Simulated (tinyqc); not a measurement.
MOS capacitor on a p-type substrate, surface potential from the exact charge relation: Capacitance-voltage curves.

Uniform p-type substrate, Boltzmann statistics, full ionisation, classical densities. psi is the surface potential against the body (positive when the bands bend down) and u = psi/Vt. Traps are spread evenly over the gap and neutral at flat band, so their charge is -q Dit psi; the minority quasi-Fermi level is shifted by Vb.

ni = sqrt(Nc Nv) exp(-Eg/(2 Vt)), Eg in volts; phiF = Vt ln(N/ni); Cox = eps0 eox/tox; Vfb = phiM - chi - (Eg - Vt ln(Nv/N)) - q Nf/Cox; Q0 = sqrt(2 eps0 eps_r q N Vt); r = (ni/N)^2 exp(-Vb/Vt); VT = Vfb + [(2 phiF + Vb)(1 + q Dit/Cox) + sqrt(2 eps0 eps_r q N (2 phiF + Vb))/Cox]. u = psi/Vt; F^2 = exp(-u) + u - 1 + r (exp(u) - u - 1); Qs = -sign(u) Q0 F; Cs = -dQs/dpsi = (Q0/Vt) |1 - exp(-u) + r (exp(u) - 1)|/(2 F). psi solves Vg = Vfb + psi + (q Dit psi - Qs)/Cox. Low frequency: 1/C_LF = 1/Cox + 1/(Cs + q Dit). High frequency, in the simple estimate in which traps and minority carriers do not follow: 1/C_HF = 1/Cox + 1/Cd, Cd being Cs with r = 0 at the same psi. Deep depletion: r = 0 and Dit = 0 both in the equation for psi and in Cs. Minority sheet density N_inv = (Q0/(2 q)) int_0^u r (exp(t) - 1)/F(t) dt for u > 0. N_inv under 1 cm^-2 is printed as 0. Regimes: accumulation when majority carriers gather, then depletion up to |psi| = phiF + Vb, weak inversion up to 2 phiF + Vb, strong inversion beyond.

Inputs (values chosen for the exercise); band and dielectric values close to those of silicon:
```
symbol,value,unit,meaning
T,250,K,temperature
Eg,1.11,eV,band gap
eps_r,11.8,,relative permittivity
Nc,2.15e19,cm^-3,conduction-band density of states at T
Nv,2.02e19,cm^-3,valence-band density of states at T
chi,4.02,eV,electron affinity
N,1.5e17,cm^-3,acceptor density of the substrate
eox,3.9,,relative permittivity of the gate insulator (close to silicon dioxide)
tox,6.7,nm,insulator thickness
phiM,4.11,eV,gate work function
Nf,0,cm^-2,"fixed charge at the interface, in units of q"
Dit,0,cm^-2 eV^-1,density of interface traps
Vb,0,V,reverse bias of the inversion layer against the body
```

Constants: q = 1.602176634e-19 C, kB = 1.380649e-23 J/K, Vt = kB T/q, eps0 = 8.8541878128e-14 F/cm where lengths are in cm. Results are converted to the units shown.

Capacitance-voltage curves:

| Vg (V) | psi (V) | C_LF/Cox | C_HF/Cox | C_deep/Cox | N_inv (cm^-2) | regime |
|---|---|---|---|---|---|---|
| -1.71 | -0.10373 | 0.94355 | 0.94355 | 0.94355 | 0 | accumulation |
| -1.27 | -0.068814 | 0.88518 | 0.88518 | 0.88518 | 0 | accumulation |
| -0.82 | 0.035663 | 0.56568 | 0.56568 | 0.56568 | 0 | depletion |
| -0.38 | 0.30350 | 0.29049 | 0.29049 | 0.29049 | 0 | depletion |
| 0.06 | 0.63408 | 0.21739 | 0.21739 | 0.21739 | 96366 | weak inversion |
| 0.51 | 0.95081 | 0.72071 | 0.18402 | 0.18054 | 1.7710e11 | strong inversion |
| 0.95 | 1.0033 | 0.93785 | 0.17993 | 0.15813 | 1.3968e12 | strong inversion |
| 1.39 | 1.0240 | 0.96344 | 0.17840 | 0.14242 | 2.7397e12 | strong inversion |
| 1.84 | 1.0378 | 0.97389 | 0.17740 | 0.13039 | 4.1399e12 | strong inversion |

C_LF/Cox is lowest, 0.217, at Vg = 0.06 V (weak inversion) among the rows listed and is 0.974 in the last row, where C_HF/Cox is 0.177 and the deep-depletion value 0.130. Vfb = -0.914 V, where C_HF/Cox = 0.677 (Cox in series with eps0 eps_r/LD), and VT = 0.395 V. Over the last two rows psi moves by only 0.031 V a volt of gate bias, since the inversion charge screens the body. In strong accumulation and inversion degeneracy and confinement, left out here, lower the capacitance.

Computed by the program tinyqc: `OMP_NUM_THREADS=1 python tinyqc.py 2060019 2060020 out.jsonl`, one thread of a shared Intel Xeon 2.30GHz, about 0.01 s for the whole run.
